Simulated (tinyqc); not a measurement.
Worked calculation: six-band hole subbands of a thin body in a field. Values are carried at full precision from step to step, so a last printed digit may differ when a step is redone from the rounded ones.

Constants: hbar^2/2m0 = 3.80998211 eV angstrom^2.

Parameters, chosen for this exercise (near those of a p-type Si channel; the results hold for these values, not for the real material):

| symbol | value | unit | meaning |
|---|---|---|---|
| S | (7.8, -2.15, 12.36) | 1/TPa | compliances s11, s12, s44 |
| sx | 1 | GPa | stress along the channel [1-10], negative in compression |
| b | -2.08 | eV | tetragonal potential |
| d | -4.86 | eV | trigonal potential |
| g1 | 4.28 |  | Luttinger gamma1 |
| g2 | 0.34 |  | gamma2 |
| g3 | 1.44 |  | gamma3 |
| face | 001 |  | surface |
| Dso | 0.043 | eV | spin-orbit splitting |
| t | 70 | angstrom | body thickness |
| F | 0 | MV/cm | field across the body |
| kmax | 0.1 | 1/angstrom | end of the path |

## Strain and its block

exx = eyy = (s11 + s12) sx/2, ezz = s12 sx, exy = -s44 sx/4 (1 GPa/TPa = 1e-3). With e0 the traceless part, B_XX = 2b e0xx - b (e0yy + e0zz) and B_XY = sqrt(3) d exy.

strain, lower triangle:
```
           x         y          z
x   0.002825
y  -0.003090  0.002825
z          0         0  -0.002150
```

B (eV), lower triangle:
```
          X         Y        Z
X  -0.01035
Y   0.02601  -0.01035
Z         0         0  0.02070
```

## Confinement masses without spin-orbit coupling

C(n n^T)/c has C_XX = (g1 + 4 g2) nx^2 + (g1 - 2 g2)(ny^2 + nz^2) and C_XY = 6 g3 nx ny, n the unit normal; its eigenvalues are the inverse masses along n.

C(n n^T)/c, lower triangle:
```
        X       Y       Z
X  3.6000
Y       0  3.6000
Z       0       0  5.6400
```

masses (m0): 0.2778  0.2778  0.1773

## The matrix for one sine at q = 0

Basis X, Y, Z times spin, hole energies counted downwards from the unstrained edge (the hydrostatic shift is left out), c = hbar^2/2m0. For a symmetric tensor T let C(T) have C_XX = L Txx + M (Tyy + Tzz), C_XY = N Txy (cyclic), L = c (g1 + 4 g2), M = c (g1 - 2 g2), N = 6 c g3. k = q + kz n, n the unit normal, q = k1 u + k2 v with u along the channel [1-10] and v = n x u. H = C(k k^T) + (Dso/3)(1 - L.sigma) - B + e F z with (L_k)_ij = -i epsilon_kij; B is the block C built from the traceless strain with 2b, -b and sqrt(3) d in place of L, M, N. Strain: exx = eyy = (s11 + s12) sx/2, ezz = s12 sx, exy = -s44 sx/4. Hard walls at z = 0 and t; basis sin(j pi z/t), j = 1 to Nz: kz^2 = (j pi/t)^2, kz = -i D with D_jl = 4 j l/(t (j^2 - l^2)), z_jj = t/2 and z_jl = -8 t j l/(pi (j^2 - l^2))^2 for j + l odd; 1 MV/cm = 0.01 eV/angstrom.

Nz = 1, in meV.

H (meV), lower triangle (Hermitian):
```
               X+       Y+      Z+             X-     Y-     Z-
X+          52.31
Y+  -26.01-14.33i    52.31
Z+              0        0   36.92
X-              0        0   14.33          52.31
Y-              0        0  14.33i  -26.01+14.33i  52.31
Z-         -14.33  -14.33i       0              0      0  36.92
```

## Its levels

Diagonalise; the levels come in pairs. Give each pair and its weights on X, Y, Z, summed over spin and averaged over the pair.

levels (meV): 16.06  37.33  88.15

weights:
```
   pair 1  pair 2  pair 3
X   0.359   0.196   0.445
Y   0.359   0.196   0.445
Z   0.282   0.608   0.110
```

## More sines

The four lowest pairs at q = 0.

Hole energies (meV):

| Nz | pair 1 | pair 2 | pair 3 | pair 4 |
|---|---|---|---|---|
| 1 | 16.06 | 37.33 | 88.15 | - |
| 2 | 16.06 | 37.33 | 88.15 | 103.66 |
| 4 | 16.06 | 37.33 | 88.15 | 103.66 |
| 8 | 16.06 | 37.33 | 88.15 | 103.66 |
| 16 | 16.06 | 37.33 | 88.15 | 103.66 |

One sine is exact for the top subband, since without a field nothing joins different j at q = 0. The second pair lies 21.3 meV deeper.

## Dispersion of the top subband

Nz = 14; the two lowest levels (spin-split where the field breaks inversion), in meV from their value at q = 0.

Energies (meV):

| \|q\| (1/angstrom) | u a | u b | v a | v b | [100] a | [100] b |
|---|---|---|---|---|---|---|
| 0.025 | 1.05 | 1.05 | 7.67 | 7.67 | 4.95 | 4.95 |
| 0.050 | 5.27 | 5.27 | 17.39 | 17.39 | 14.13 | 14.13 |
| 0.075 | 11.91 | 11.91 | 38.18 | 38.18 | 26.74 | 26.74 |
| 0.100 | 18.93 | 18.93 | 64.96 | 64.96 | 44.19 | 44.19 |

From the mean of each pair in the first row, c q^2/E gives 2.26 m0 along u, 0.31 m0 along v and 0.48 m0 along [100]. Without a field each pair stays degenerate. These masses hold for the first row only: the band bends further out.

## Checks

- Top level at q = 0 on (001) without field and stress against c (g1 - 2 g2)(pi/t)^2, eV: both 0.02763.
- Hermiticity, and E(q) against E(-q): they agree to 1e-10 or better.

Program tinyqc; command `OMP_NUM_THREADS=1 python tinyqc.py 1250861 1250862 out.jsonl`; about 0.4 s on one thread of a shared Intel(R) Xeon(R) Processor @ 2.30GHz.
